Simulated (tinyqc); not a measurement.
Tunnelling through a thin dielectric with one trap, as a tight-binding chain: one step. Transmission. Three cases, with inputs chosen for the exercise.

Problem. Invert the matrix; T = (2 t sin(ka))^2 |G_1N|^2.

Hopping -t everywhere, t = c/(m a^2), c = hbar^2/2m0; lead sites at 2t (band bottom 0), barrier sites 1 to N at 2t + phi, and site j has U besides. No voltage. Leads give S = -t exp(ika) on sites 1 and N, cos(ka) = 1 - E/(2t). T = (2 t sin(ka))^2 |G_1N|^2, G = (E - H - S)^-1. In the barrier cosh(q a) = 1 + (phi - E)/(2t).

Give: first row of G; T.

Case 1.

E - H - S (eV):
```
[[-4.014994+0.998333i, 1.269994, 0.000000, 0.000000, 0.000000, 0.000000, 0.000000, 0.000000, 0.000000],
 [1.269994, -4.799988, 1.269994, 0.000000, 0.000000, 0.000000, 0.000000, 0.000000, 0.000000],
 [0.000000, 1.269994, -4.799988, 1.269994, 0.000000, 0.000000, 0.000000, 0.000000, 0.000000],
 [0.000000, 0.000000, 1.269994, -0.929988, 1.269994, 0.000000, 0.000000, 0.000000, 0.000000],
 [0.000000, 0.000000, 0.000000, 1.269994, -4.799988, 1.269994, 0.000000, 0.000000, 0.000000],
 [0.000000, 0.000000, 0.000000, 0.000000, 1.269994, -4.799988, 1.269994, 0.000000, 0.000000],
 [0.000000, 0.000000, 0.000000, 0.000000, 0.000000, 1.269994, -4.799988, 1.269994, 0.000000],
 [0.000000, 0.000000, 0.000000, 0.000000, 0.000000, 0.000000, 1.269994, -4.799988, 1.269994],
 [0.000000, 0.000000, 0.000000, 0.000000, 0.000000, 0.000000, 0.000000, 1.269994, -4.014994+0.998333i]]
```

t = 1.269994 eV
ka = 0.9044622 rad

Solution.

first row of G (1/eV): [-0.2574-0.07120i, -0.08225-0.02275i, -0.05350-0.01480i, -0.1200-0.03318i, -0.03434-0.009500i, -0.009830-0.002721i, -0.002813-0.0007840i, -0.0008028-0.0002423i, -0.0002212-0.0001316i]

T = 2.642e-07

Without the trap T is 6.55e-10: the trap changes it by a factor 403 at this energy.

Case 2.

E - H - S (eV):
```
[[-3.492894+0.825642i, 1.567894, 0.000000, 0.000000, 0.000000, 0.000000, 0.000000, 0.000000],
 [1.567894, -4.825788, 1.567894, 0.000000, 0.000000, 0.000000, 0.000000, 0.000000],
 [0.000000, 1.567894, -4.825788, 1.567894, 0.000000, 0.000000, 0.000000, 0.000000],
 [0.000000, 0.000000, 1.567894, -4.825788, 1.567894, 0.000000, 0.000000, 0.000000],
 [0.000000, 0.000000, 0.000000, 1.567894, -1.345788, 1.567894, 0.000000, 0.000000],
 [0.000000, 0.000000, 0.000000, 0.000000, 1.567894, -4.825788, 1.567894, 0.000000],
 [0.000000, 0.000000, 0.000000, 0.000000, 0.000000, 1.567894, -4.825788, 1.567894],
 [0.000000, 0.000000, 0.000000, 0.000000, 0.000000, 0.000000, 1.567894, -3.492894+0.825642i]]
```

t = 1.567894 eV
ka = 0.5545881 rad

Solution.

first row of G (1/eV): [-0.3198-0.09140i, -0.1228-0.03519i, -0.05825-0.01692i, -0.05645-0.01688i, -0.1155-0.03505i, -0.04268-0.01320i, -0.01588-0.005577i, -0.006190-0.003967i]

T = 0.0001474

Without the trap T is 3.81e-07: the trap changes it by a factor 387 at this energy.

Case 3.

E - H - S (eV):
```
[[-3.974994+0.870213i, 1.269994, 0.000000, 0.000000, 0.000000, 0.000000, 0.000000],
 [1.269994, -4.899988, 1.269994, 0.000000, 0.000000, 0.000000, 0.000000],
 [0.000000, 1.269994, -4.899988, 1.269994, 0.000000, 0.000000, 0.000000],
 [0.000000, 0.000000, 1.269994, -1.469988, 1.269994, 0.000000, 0.000000],
 [0.000000, 0.000000, 0.000000, 1.269994, -4.899988, 1.269994, 0.000000],
 [0.000000, 0.000000, 0.000000, 0.000000, 1.269994, -4.899988, 1.269994],
 [0.000000, 0.000000, 0.000000, 0.000000, 0.000000, 1.269994, -3.974994+0.870213i]]
```

t = 1.269994 eV
ka = 0.7548925 rad

Solution.

first row of G (1/eV): [-0.2617-0.06307i, -0.07498-0.01807i, -0.02757-0.006651i, -0.03140-0.007591i, -0.008776-0.002135i, -0.002458-0.0006470i, -0.0007061-0.0003613i]

T = 1.906e-06

Without the trap T is 6.27e-08: the trap changes it by a factor 30.4 at this energy.

Computed by tinyqc, one run a case: `OMP_NUM_THREADS=1 python tinyqc.py N N+1 out.jsonl` with N = 1482103, 1482116, 1482337; one thread of a shared Intel(R) Xeon(R) Processor @ 2.30GHz, about 0.05 s a run at most.
